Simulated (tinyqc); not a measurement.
Metal gate on a two-layer dielectric stack with fixed charge and a dipole: two steps of the calculation.

Gate, layer 2, layer 1, p-type semiconductor; x runs from the gate inwards. Charges are counted in units of +q. psi is the band bending at the surface, positive towards inversion. Classical charge, Boltzmann statistics, no interface traps.

Values chosen for this exercise; band and dielectric values those of a made-up semiconductor, layer 1 close to aluminium oxide, layer 2 close to zirconium oxide: temperature T = 350 K; band gap Eg = 0.911 eV; relative permittivity eps_r = 10.5; conduction-band density of states at T Nc = 2.94e19 cm^-3; valence-band density of states at T Nv = 3.07e19 cm^-3; electron affinity chi = 3.54 eV; acceptor density Na = 2.1e16 cm^-3; work function of the gate metal pM = 4.88 eV; thickness of layer 1, next to the semiconductor t1 = 0.8 nm; relative permittivity of layer 1 e1 = 8.96; thickness of layer 2, next to the gate t2 = 3.4 nm; relative permittivity of layer 2 e2 = 24.2; fixed charge at the semiconductor interface Q1 = 1.2e12 cm^-2; fixed charge between the layers Q2 = 1.4e11 cm^-2; uniform charge density in layer 1 r1 = 0 cm^-3; uniform charge density in layer 2 r2 = 0 cm^-3; flat-band shift by a dipole layer between the layers Vd = 0 V; band bending psi of the working point ps = 0.573 V.

Constants: q = 1.602176634e-19 C, kB = 1.380649e-23 J/K, Vt = kB T/q, eps0 = 8.8541878128e-14 F/cm where lengths are in cm. Results are converted to the units shown.

Task 1. Threshold voltage. ni = sqrt(Nc Nv) exp(-Eg/(2 Vt)), Eg in volts, pB = Vt ln(Na/ni), Vth = Vfb + 2 pB + sqrt(4 q eps0 eps_r Na pB)/Cox.

Vfb = 0.59534139 V
Cox = 3.8533061 uF/cm^2

Wanted: ni; pB; depletion charge; Vth.

Result 1.

ni = 8.295e12 cm^-3
pB = 0.2364 V
depletion charge = 0.05438 uC/cm^2
Vth = 1.082 V

Task 2. Fields and voltage drops. EOT = 3.9 (t1/e1 + t2/e2), Cox = eps0/(t1/e1 + t2/e2); phi_ms = pM - (chi + Eg - Vt ln(Nv/Na)).

Gauss: D = -Qs just inside the semiconductor; going towards the gate subtract q Q1, then q r1 t1, q Q2 and q r2 t2. Field = D/(eps0 e); the drop over a layer is its mean field times its thickness; Vg = phi_ms + Vd + psi + both drops.

Qs = -0.092960572 uC/cm^2

Find: D; field; drop over layer 2; drop over layer 1; Vg.

Result 2.

| place | D (uC/cm^2) | field (MV/cm) |
|---|---|---|
| layer 2, gate side | -0.1217 | -0.0568 |
| layer 2, inner side | -0.1217 | -0.0568 |
| layer 1, outer side | -0.0993 | -0.1252 |
| layer 1, semiconductor side | -0.0993 | -0.1252 |
| semiconductor surface | 0.0930 | 0.1000 |

drop over layer 2 = -0.01932 V
drop over layer 1 = -0.01001 V
Vg = 1.192 V

The same Vg follows from Vfb + psi - Qs/Cox. The largest field, 0.125 MV/cm in size, is at: layer 1, outer side.

Computed by the program tinyqc: `OMP_NUM_THREADS=1 python tinyqc.py 2010070 2010071 out.jsonl`, one thread of a shared Intel Xeon 2.30GHz, about 0.01 s for the whole run.
